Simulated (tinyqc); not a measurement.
Width of the well: strained quantum well: band edges, subbands and transparency.

Growth on (001), barriers unstrained: tr(e) = e (2 - nu2), Z = b e (1 + nu2); Ec = Ev + Eg + ac tr(e), E_HH = Ev + av tr(e) + Z, E_LH = Ev + av tr(e) - Z (coupling to the split-off band left out).

Masses along z: me, 1/(g1 - 2 g2) for HH, 1/(g1 + 2 g2) for LH, likewise in the barrier; in the plane me, 1/(g1 + g2) for HH and 1/(g1 - g2) for LH (no mixing, which understates the hole masses away from k = 0). Level n solves k L + 2 atan[(k/m)/(kappa/mb)] = n pi, k = sqrt(m E/c), kappa = sqrt(mb (V - E)/c), c = hbar^2/2m0.

Transparency (Bernard-Duraffourg): Fc - Fv equals the lowest transition energy with n = p, n = sum m/(2 pi c) kB T ln(1 + exp((Fc - E)/kB T)) and p likewise over the listed subbands; c = hbar^2/2m0, 1/angstrom^2 = 1e16/cm^2.

Constants: hbar^2/2m0 = 3.80998211 eV angstrom^2; kB = 8.617333262e-05 eV/K; hc = 1239.841984 eV nm.

Values chosen for the exercise (near those of an InGaAs/AlGaAs well; shifted at random, so the results belong to these values and not to a real crystal):

| symbol | value | unit | meaning |
|---|---|---|---|
| e | -0.0106 |  | strain in the plane |
| nu2 | 0.944 |  | 2 C12/C11 |
| Eg | 1.201 | eV | unstrained gap of the well |
| Ev | -0.769 | eV | its valence edge |
| ac | -6.86 | eV |  |
| av | 1.14 | eV | Ev moves by av tr(e) |
| b | -1.97 | eV | shear potential |
| Egb | 1.671 | eV | gap of the barrier |
| Evb | -0.905 | eV | its valence edge |
| me | 0.0597 | m0 | electron mass |
| g1 | 8.93 |  | gamma1 |
| g2 | 3.03 |  | gamma2 |
| meb | 0.084 | m0 |  |
| g1b | 6.3 |  |  |
| g2b | 1.8 |  |  |
| T | 300 | K | temperature |
| Ls | (30, 40, 55, 70, 90, 120) | angstrom | widths |

All levels anew.

Results:

| L (angstrom) | wavelength (nm) | top hole | hh1 - lh1 (meV) | n_tr (1e12/cm^2) | share in top | n_tr/L (1e18/cm^3) |
|---|---|---|---|---|---|---|
| 30 | 867 | hh1 | 92 | 0.550 | 0.91 | 1.83 |
| 40 | 895 | hh1 | 98 | 0.552 | 0.90 | 1.38 |
| 55 | 923 | hh1 | 99 | 0.572 | 0.84 | 1.04 |
| 70 | 940 | hh1 | 98 | 0.602 | 0.75 | 0.86 |
| 90 | 955 | hh1 | 95 | 0.651 | 0.65 | 0.72 |
| 120 | 968 | hh1 | 92 | 0.740 | 0.52 | 0.62 |

What does the comparison show?

The wavelength tunes by 101 nm. The sheet density at transparency changes from 0.55 to 0.74, the top hole subband holding 0.91 and 0.52 of the holes at the ends, while the volume density falls by a factor 3.0. Critical thickness and carrier escape are left out.

Run: tinyqc, `OMP_NUM_THREADS=1 python tinyqc.py 1281087 1281088 out.jsonl`; Intel(R) Xeon(R) Processor @ 2.30GHz, one thread, shared host; about 0.01 s of CPU time with all checks.
